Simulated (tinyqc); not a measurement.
Inside a calculation: band offset from the macroscopic average of a supercell potential. Values are carried at full precision from step to step, so a last printed digit may differ when a step is redone from the rounded ones.

A model of the planar-averaged electrostatic energy of an electron in a periodic cell of N1 periods of A (L1 = N1 n1 h) and N2 periods of B (L2 = N2 n2 h), on z_j = j h: V(z) = f VA + (1 - f) VB + F t(z), VA = V1[0] + V1[1] cos(2 pi z/(n1 h)) + V1[2] cos(4 pi z/(n1 h)), VB the same with V2, n2 and z - L1. f = [tanh(z/w) - tanh((z - L1)/w) + tanh((z - L1 - L2)/w)]/2 + 1/2; t(z) = z - L1/2 in A and (L1/L2)(L1 + L2/2 - z) beyond, so that the cell is periodic.

Constants: e^2/(4 pi eps0) = 14.39964547 eV angstrom.

Values chosen for the exercise (gaps near those of Si and HfO2; not measured data): h = 0.25 angstrom (grid step); n1 = 5 (grid points per period of A); n2 = 5 (grid points per period of B); N1 = 5 (periods of A); N2 = 5 (periods of B); V1 = (-4.61, 1.12, 0.53) eV (mean and two harmonics of the potential in A); V2 = (-10.71, 4.1, 0.85) eV (the same in B); w = 0.35 angstrom (width of the interfaces); F = 0 eV/angstrom (slope in A from opposite charges on the two interfaces); Ev1 = 5.18 eV (valence top of bulk A above its mean potential); Eg1 = (0.59, 1.18) eV (gap of A: semi-local value, corrected value); fv1 = 0.55 (share of the correction that lowers the valence top of A); Ev2 = 8.66 eV (valence top of bulk B above its mean potential); Eg2 = (3.99, 5.84) eV (gap of B: semi-local value, corrected value); fv2 = 0.47 (the same share for B); eps = 4.9 (dielectric constant at the interface).

## The planar average

Evaluate V on the grid, j = 0, 1, ...

V(z_j) (eV): -4.360  -5.744  -5.809  -5.467  -4.711  -2.962  -4.694  -5.353  -5.352  -4.693  -2.960  -4.693  -5.352  -5.352  -4.693  -2.960  -4.693  -5.352  -5.353  -4.694  -2.962  -4.711  -5.467  -5.809  -5.744  -4.360  -9.079  -13.307  -13.650  -10.113  -5.758  -10.130  -13.764  -13.764  -10.131  -5.760  -10.131  -13.764  -13.764  -10.131  -5.760  -10.131  -13.764  -13.764  -10.130  -5.758  -10.113  -13.650  -13.307  -9.079

## Running means

Running mean over n points, periodic: for odd n the plain mean of the n points centred on j; for even n the n + 1 points with half weight at both ends. The macroscopic average applies the mean over n1 points and then over n2 points.

Apply the first mean, then the second.

after the mean over n1 points (eV): -7.660  -6.092  -5.218  -4.938  -4.728  -4.637  -4.614  -4.611  -4.610  -4.610  -4.610  -4.610  -4.610  -4.610  -4.610  -4.610  -4.610  -4.610  -4.611  -4.614  -4.637  -4.728  -4.938  -5.218  -6.092  -7.660  -9.228  -10.102  -10.382  -10.592  -10.683  -10.706  -10.709  -10.710  -10.710  -10.710  -10.710  -10.710  -10.710  -10.710  -10.710  -10.710  -10.710  -10.709  -10.706  -10.683  -10.592  -10.382  -10.102  -9.228

macroscopic average (eV): -7.660  -6.627  -5.727  -5.123  -4.827  -4.706  -4.640  -4.617  -4.611  -4.610  -4.610  -4.610  -4.610  -4.610  -4.610  -4.610  -4.610  -4.611  -4.617  -4.640  -4.706  -4.827  -5.123  -5.727  -6.627  -7.660  -8.693  -9.593  -10.197  -10.493  -10.614  -10.680  -10.703  -10.709  -10.710  -10.710  -10.710  -10.710  -10.710  -10.710  -10.710  -10.710  -10.709  -10.703  -10.680  -10.614  -10.493  -10.197  -9.593  -8.693

Around the middle of B the first mean varies by 0 meV over five points and the second by 0 meV.

## The potential line-up

Read the macroscopic average in the middle of each region, j = 12 and j = 37, and its slope in A by a central difference over two points each way.

plateau in A = -4.610 eV
plateau in B = -10.710 eV
dV = B - A = -6.100 eV
slope in A = 0.000 eV/angstrom

The plateaus are flat, so the line-up is well defined.

## Band offsets

dEv = Ev(A) - Ev(B) = Ev1 - (dV + Ev2); dEc = Ec(B) - Ec(A) = Eg2 - Eg1 - dEv. The correction of a gap, c = Eg[1] - Eg[0], lowers the valence top by fv c and leaves dV, a ground-state quantity, as it is. Type I: dEv and dEc of one sign; II: opposite signs; III: no overlap of the gaps.

Give the offsets with semi-local and with corrected band edges.

dEv, dEc, semi-local (eV): 2.620  0.780

lowering of the valence tops of A and B (eV): 0.325  0.870

dEv, dEc, corrected (eV): 3.165  1.495

The correction moves dEv by +0.54 eV and dEc by +0.72 eV; the type stays I.

## The dipole behind the step

A step dV of the mean electron energy from A to B across an interface equals 4 pi (e^2/4 pi eps0) times a dipole per area p (in e angstrom per angstrom^2). For a change of 0.1 eV in dV, give the charge per area moved over 2 angstrom in a medium of dielectric constant eps: sigma = 0.1 eps/(4 pi (e^2/4 pi eps0) 2). 1 angstrom^-2 = 1e16 cm^-2.

|p| = 0.03371 e/angstrom
sigma = 1.35e+13 e/cm^2

With about 7e14 atoms per cm^2 in a plane (as on a silicon (100) face), 1.9 % of an electron per atom shifts the line-up by 0.1 eV.

## Checks

- Line-up in a cell of 14 + 14 periods without slope against V2[0] - V1[0] (eV): both -6.1000.

tinyqc: `OMP_NUM_THREADS=1 python tinyqc.py 1880327 1880328 out.jsonl`; about 0.01 s, one thread, shared Intel(R) Xeon(R) Processor @ 2.30GHz.
